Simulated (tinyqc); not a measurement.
Scattering rates of a carrier in a spherical band by Fermi's golden rule: one step, computed by the program tinyqc.

All processes here are isotropic or elastic, and the rate listed is the momentum relaxation rate.

Question. The band at energy E. Kane band: hbar^2 k^2/(2 m) = E (1 + alpha E), speed v = hbar k/(m (1 + 2 alpha E)), states per spin, volume and energy g(E) = m k (1 + 2 alpha E)/(2 pi^2 hbar^2); overlap factors are set to 1. Masses are multiplied by m_0 and all formulas are in SI units.

Inputs (values chosen for the exercise, modelled on electrons in diamond): density-of-states mass of one valley m = 0.491 m_0; non-parabolicity alpha = 0.2 1/eV; carrier energy E = 20 meV.

Crystal: non-polar. Band: Kane. Impurity formula: Brooks-Herring. Further scattering: none.

Constants: m_0 = 9.1093837015e-31 kg; e = 1.602176634e-19 C; hbar = 1.054571817e-34 J s.

Give: wave number k; speed v; g(E).

Answer.

wave number k = 0.5087 1/nm

speed v = 1.190e+05 m/s

g(E) = 1.674e+20 1/(eV cm^3)

Non-parabolicity raises g(E) by a factor 1.010 and changes the speed by a factor 0.994 against a parabolic band at the same E.
